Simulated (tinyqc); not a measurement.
Surface Green function of a two-leg ladder, Sancho-Rubio decimation: densities of states against energy.

A semi-infinite lead of cells 0, 1, 2, ... with H0 inside a cell and H1 = <cell i|H|cell i + 1>. One rung (site 1 on leg a, site 2 on leg b) is a cell; all hoppings enter with a minus sign. z = E + i eta.

Start with e_s = e = H0, a = H1, b = H1^dagger. Each round: g = (z - e)^(-1); e_s <- e_s + a g b; e <- e + a g b + b g a; a <- a g a; b <- b g b (all with the old a, b). Round k joins cells 2^k apart. Stop when the largest entry of the matrices a and b is below 1e-12 eV; g_s = (z - e_s)^(-1), bulk (z - e)^(-1), density of states -Im Tr/pi. Here eta = 0.01 eV. Open modes are the crossings of E with the bands of H0 + H1 exp(ik) + H1^dagger exp(-ik) for 0 < k < pi.

H0 (eV):
```
       1      2
1      0  -0.75
2  -0.75  -0.08
```

H1 (eV):
```
    1      2
1  -1      0
2   0  -1.25
```

Results:
```
E (eV)  open modes  rounds  surface (1/eV)  bulk (1/eV)
-3.4             0       6       0.0015831    0.0047921
-2.8             1      12         0.13190      0.28148
-2.19            1      13         0.21742      0.17532
-1.58            1      13         0.26279      0.17465
-0.36            2      13         0.52908      0.30972
0.25             2      13         0.53149      0.30808
0.85             2      13         0.47679      0.35532
1.46             1      13         0.27071      0.29433
2.07             1      13         0.22215      0.17573
2.68             1      12         0.13701      0.27679
3.29             0       6       0.0016233    0.0049329
```

Estimate the missing row, E = -0.97 eV.

Computed row:
```
E (eV)  open modes  rounds  surface (1/eV)  bulk (1/eV)
-0.97            2      13         0.46639      0.36650
```

With this row back in the table: The bands of the infinite lead run over -3.09 to 1.43, -1.49 to 2.99 eV. The rounds lie between 6 and 13, 6.0 on average outside the bands and 12.8 inside. The surface density of states is largest at E = 0.25 eV among the rows (0.531 1/eV, bulk 0.308).

Numbers from tinyqc (`OMP_NUM_THREADS=1 python tinyqc.py 2680032 2680033 out.jsonl`; about 0.08 s on one thread of a shared Intel Xeon 2.30GHz).
